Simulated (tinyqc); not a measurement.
# Lossy on-chip transmission line with skin effect: effects of single changes

A uniform line in a homogeneous dielectric: c = sqrt(er)/(c0 Z0), l = Z0 sqrt(er)/c0 (c0 = 299792458 m/s), g = w c td, w = 2 pi f. The resistance joins its limits as r = sqrt(r_dc^2 + r_hf^2), with r_dc = rho/(wd th), r_hf = kr rho/(2 delta (wd + th)), delta = sqrt(rho/(pi f mu0)), mu0 = 4 pi 1e-7 H/m; this is an interpolation, and internal inductance, up to 0.05 nH/mm at low frequency, is neglected.

Parameters, values chosen for the exercise:
- wd = 3.6 um (width of the strip)
- th = 3 um (thickness of the strip)
- rho = 2 uohm cm (resistivity)
- er = 3.5 (relative permittivity)
- td = 0.02 (loss tangent)
- Z0 = 75 ohm (lossless impedance sqrt(l/c))
- kr = 1.5 (factor for crowding and the return path)
- len = 2.4 mm (length)
- Rg = 100 ohm (source resistance)
- RL = 100 ohm (load resistance)
- CL = 100 fF (load capacitance)
- f = 0.34 GHz (frequency)

Each table varies one quantity; the others keep the values above.

## Line properties against frequency

gamma = sqrt((r + i w l)(g + i w c)) = alpha + i beta, Zc = sqrt((r + i w l)/(g + i w c)), roots with positive real part; loss 8.685889638 alpha in dB; phase velocity w/beta. ZL = 1/(1/RL + i w CL); reflection (ZL - Zc)/(ZL + Zc); Zin = Zc (ZL + Zc tanh(gamma len))/(Zc + ZL tanh(gamma len)); H = V_load/V_source = [Zin/(Zin + Rg)]/[cosh(gamma len) + (Zc/ZL) sinh(gamma len)].

Result of one run:

| f (GHz) | r (ohm/mm) | r/(w l) | loss (dB/mm) | \|Zc\| (ohm) | phase velocity over c0 | length in wavelengths | \|H\| (dB) |
|---|---|---|---|---|---|---|---|
| 0.3 | 1.9327 | 2.1907 | 0.087069 | 116.37 | 0.41210 | 0.0058279 | -6.2245 |

What becomes of these results when the frequency f is changed from 0.3 to 0.09 GHz, all else the same?

Result of the changed run:

| f (GHz) | r (ohm/mm) | r/(w l) | loss (dB/mm) | \|Zc\| (ohm) | phase velocity over c0 | length in wavelengths | \|H\| (dB) |
|---|---|---|---|---|---|---|---|
| 0.09 | 1.8765 | 7.0900 | 0.054415 | 200.67 | 0.26693 | 0.0026992 | -6.2151 |

The whole series:

| f (GHz) | r (ohm/mm) | r/(w l) | loss (dB/mm) | \|Zc\| (ohm) | phase velocity over c0 | length in wavelengths | \|H\| (dB) |
|---|---|---|---|---|---|---|---|
| 0.01 | 1.8546 | 63.066 | 0.019167 | 595.58 | 0.095370 | 8.3942e-4 | -6.2119 |
| 0.03 | 1.8601 | 21.084 | 0.032738 | 344.54 | 0.16231 | 0.0014797 | -6.2127 |
| 0.09 | 1.8765 | 7.0900 | 0.054415 | 200.67 | 0.26693 | 0.0026992 | -6.2151 |
| 0.3 | 1.9327 | 2.1907 | 0.087069 | 116.37 | 0.41210 | 0.0058279 | -6.2245 |
| 0.8 | 2.0603 | 0.87578 | 0.11350 | 86.462 | 0.49715 | 0.012882 | -6.2519 |
| 2 | 2.3385 | 0.39760 | 0.13985 | 77.795 | 0.52561 | 0.030462 | -6.3459 |
| 7 | 3.2506 | 0.15791 | 0.21157 | 75.456 | 0.53327 | 0.10509 | -7.0244 |
| 20 | 4.8807 | 0.082984 | 0.35056 | 75.121 | 0.53426 | 0.29969 | -7.8784 |
| 60 | 8.0377 | 0.045554 | 0.66972 | 75.031 | 0.53448 | 0.89869 | -13.161 |

r equals w l at 0.691 GHz: below it |Zc| and the delay grow as in an RC line, above it |Zc| tends to Z0 = 75 ohm and the velocity to 1/sqrt(er) = 0.535 c0. The loss goes as f^(0.49) between the first two rows and f^(0.59) between the last two. |H| is -6.21 dB in the first row and -13.2 dB in the last; between rows it can pass through resonances that the table doesn't show.

## Effect of the width of the strip

Same model as above.

Z0 is held fixed by scaling the dielectric height.

Results:

| wd (um) | r (ohm/mm) | r/(w l) | loss (dB/mm) | \|Zc\| (ohm) | phase velocity over c0 | length in wavelengths | \|H\| (dB) |
|---|---|---|---|---|---|---|---|
| 0.9 | 7.474 | 7.475 | 0.2118 | 205.9 | 0.2609 | 0.01043 | -6.773 |
| 1.4 | 4.843 | 4.844 | 0.1647 | 166.8 | 0.3125 | 0.008709 | -6.517 |
| 2.2 | 3.121 | 3.122 | 0.1253 | 135.8 | 0.3682 | 0.007393 | -6.346 |
| 3.5 | 1.996 | 1.997 | 0.09240 | 112.1 | 0.4230 | 0.006435 | -6.232 |
| 8.7 | 0.8352 | 0.8353 | 0.04631 | 85.60 | 0.4999 | 0.005445 | -6.113 |
| 14 | 0.5282 | 0.5283 | 0.03083 | 79.75 | 0.5191 | 0.005243 | -6.081 |
| 22 | 0.3406 | 0.3406 | 0.02062 | 77.08 | 0.5280 | 0.005155 | -6.061 |

Estimate the missing row, wd = 5.5 um.

Computed row:

| wd (um) | r (ohm/mm) | r/(w l) | loss (dB/mm) | \|Zc\| (ohm) | phase velocity over c0 | length in wavelengths | \|H\| (dB) |
|---|---|---|---|---|---|---|---|
| 5.5 | 1.295 | 1.296 | 0.06667 | 95.94 | 0.4678 | 0.005818 | -6.160 |

With this row back in the table: As wd goes from 0.9 to 22, the loss falls from 0.212 to 0.0206 dB/mm, |Zc| falls from 206 to 77.1 ohm and |H| goes from -6.77 to -6.06 dB, with its highest value among the rows, -6.06 dB, at wd = 22.

tinyqc, about 0.01 s, one thread, Intel Xeon 2.30GHz (shared host): `OMP_NUM_THREADS=1 python tinyqc.py 2810175 2810176 out.jsonl`
